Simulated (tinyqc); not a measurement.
Worked calculation: equilibrium and kinetic segregation of a solute to boundaries and growing surfaces. Computed by tinyqc, a small Python program that keeps every step. Command: `OMP_NUM_THREADS=1 python tinyqc.py 3008754 3008755 out.jsonl segreg walk`. One thread of a shared host (Intel(R) Xeon(R) Processor @ 2.30GHz), about 0.01 s of CPU time with the checks. Intermediate numbers are printed to about 7 digits and carried at full precision; extremes and crossings named in words are read from the listed rows.

Inputs (values chosen for the exercise, modelled on a solute in a copper line):

| quantity | value | unit |
|---|---|---|
| segregation energy Q | 0.466 | eV |
| interaction z w (positive attracts) | 0.21 | eV |
| total solute fraction x0 | 0.00054 | - |
| temperature T | 825 | K |
| grain size d | 140 | nm |
| boundary thickness delta | 0.78 | nm |
| atomic volume Omega | 11.81 | angstrom^3 |
| clean boundary energy gamma_0 | 0.9 | J/m^2 |
| bulk diffusivity D | 2.6e-17 | m^2/s |
| anneal time t | 1300 | s |
| exchange barrier E_b | 1.32 | eV |
| surface segregation energy E_s | 0.22 | eV |
| growth temperature T_g | 570 | K |
| growth rate | 0.071 | monolayers/s |
| mixing | 0.5 | - |

Isotherm: Fowler-Guggenheim.

Constants: k_B = 8.617333262e-05 eV/K; 1 eV/angstrom^2 = 16.02176634 J/m^2.

## Coverage for very large grains, by iteration

With theta the solute fraction on boundary sites and x that in the grains, theta/(1 - theta) = [x/(1 - x)] exp[(Q + z w theta)/(k_B T)]. The coverage theta_inf is that for x = x0. Start at theta = 0; theta(new) = theta + mixing (theta(out) - theta); stop below 1e-10, 80 steps at most.

Iteration:

| step | theta in | theta out | out - in |
|---|---|---|---|
| 1 | 0.0000000 | 0.2751583 | 2.751583e-01 |
| 2 | 0.1375791 | 0.3630351 | 2.254560e-01 |
| 3 | 0.2503071 | 0.4429421 | 1.926349e-01 |
| 4 | 0.3466246 | 0.5138164 | 1.671918e-01 |
| 5 | 0.4302205 | 0.5749831 | 1.447626e-01 |
| 6 | 0.5026018 | 0.6262160 | 1.236142e-01 |
| ... | ... | ... | ... |
| 71 | 0.8024662 | 0.8024662 | 4.288194e-10 |
| 72 | 0.8024662 | 0.8024662 | 3.148029e-10 |
| 73 | 0.8024662 | 0.8024662 | 2.311019e-10 |
| 74 | 0.8024662 | 0.8024662 | 1.696555e-10 |
| 75 | 0.8024662 | 0.8024662 | 1.245467e-10 |
| 76 | 0.8024662 | 0.8024662 | 9.143197e-11 |

coverage theta_inf = 0.8024662

last residual = 9.143197e-11

Converged; without interaction theta would be 0.2752.

## Depletion of small grains

Finite grains: boundary sites are the fraction f = 3 delta/d, and x0 = (1 - f) x + f theta; solve both equations for theta; share at boundaries = f theta/x0.

site fraction f = 0.01671429

coverage theta = 0.02994212

fraction x left in the grains = 4.021101e-05

share of solute at boundaries = 92.67798 %

enrichment theta/x = 744.6248

93 % of the solute sits at boundaries; for a dopant that share is electrically lost. The supply limits the coverage, which stays well below theta_inf.

## Boundary energy

Gibbs adsorption for this isotherm in a dilute matrix: gamma = gamma_0 + Gam_0 [k_B T ln(1 - theta) + z w theta^2/2], Gam_0 = delta/Omega sites per area.

Gam_0 = 66.04572 1/nm^2

boundary energy gamma = 0.8781270 J/m^2

Segregation lowers gamma by 2.4 %, and the driving force of grain growth with it.

## How fast the boundary fills

McLean kinetics from a uniform start, fed from both sides, with a constant enrichment beta = theta_inf/x0: (theta - x0)/(theta_inf - x0) = 1 - exp(s^2) erfc(s), s = 2 sqrt(D t)/(beta delta); half filling at s = 0.7691, t = (0.7691 beta delta/2)^2/D. D is an input and does not follow T.

s = 0.3172202

degree of filling = 0.2770867

time to half filling = 7641.655 s

diffusion length sqrt(D t) = 183.8478 nm

Caution: sqrt(D t) reaches across the grain, so the semi-infinite solution overstates the filling. Caution: half of theta_inf exceeds the equilibrium coverage of grains of this size, so half filling is never reached in them. Caution: by the time of half filling the diffusion length reaches across the grain, so the real time is longer or half filling is never reached.

## Segregation at a growing surface

Two-state exchange during growth, dilute: jump up r_u = nu exp(-E_b/(k_B T_g)), jump back r_d = r_u exp(-E_s/(k_B T_g)), nu = 1e13 1/s. In the time 1/R of one monolayer the share carried up is p = [r_u/(r_u + r_d)] [1 - exp(-(r_u + r_d)/R)]; the tail decays as p^n, length -1/ln p monolayers; the equilibrium limit has p = r_u/(r_u + r_d).

r_u = 21.32724 1/s

r_d = 0.2419676 1/s

share carried up p = 0.9887818

decay length = 88.63997 monolayers

Exchange is fast against growth: the equilibrium regime, where heating shortens the tail.

## Tail length against growth temperature

The formulas are those given above.

Exchange model:

| T_g (K) | r_u/R | p | length (monolayers) | equilibrium limit |
|---|---|---|---|---|
| 404 | 4.809940e-03 | 0.0047984 | 1.872842e-01 | 555.6797 |
| 433 | 6.095140e-02 | 0.0591261 | 3.535965e-01 | 364.1018 |
| 456 | 3.630029e-01 | 0.3042234 | 8.403411e-01 | 270.5669 |
| 480 | 1.946936e+00 | 0.8544581 | 6.357770e+00 | 204.6256 |
| 498 | 6.170118e+00 | 0.9920938 | 1.259828e+02 | 168.9251 |
| 517 | 1.910834e+01 | 0.9928828 | 1.400033e+02 | 140.0033 |
| 545 | 8.756013e+01 | 0.9908462 | 1.087437e+02 | 108.7437 |
| 588 | 6.838390e+02 | 0.9871544 | 7.734670e+01 | 77.3467 |
| 658 | 1.092819e+04 | 0.9797656 | 4.891913e+01 | 48.9191 |

The length peaks among these rows at 517 K with 140 monolayers. Below, exchange freezes (r_u/R = 0.0048 in the first row); above, the length follows the equilibrium limit, about exp(E_s/(k_B T)), down to 48.9.

## Coverage against grain size

The formulas are those given above.

At T:

| d (nm) | theta | x in the grains | share at boundaries (%) |
|---|---|---|---|
| 15 | 0.0034353 | 4.856622e-06 | 99.24093 |
| 30 | 0.0068100 | 9.564550e-06 | 98.36694 |
| 60 | 0.0133887 | 1.856509e-05 | 96.69610 |
| 120 | 0.0259279 | 3.509038e-05 | 93.62850 |
| 250 | 0.0507593 | 6.550627e-05 | 87.98275 |
| 500 | 0.0920130 | 1.098934e-04 | 79.74461 |
| 1000 | 0.1590409 | 1.682379e-04 | 68.91774 |
| 5000 | 0.4767198 | 3.170435e-04 | 41.31572 |

From the largest grains to the smallest the share at boundaries rises from 41 to 99 %, and x/x0 falls to 0.0090. In the dilute limit x/x0 = 1/(1 - f + f exp(Q/(k_B T))), which gives 0.0091 at 15 nm.

Checks made by the program: mass balance (relative difference below 1e-10).
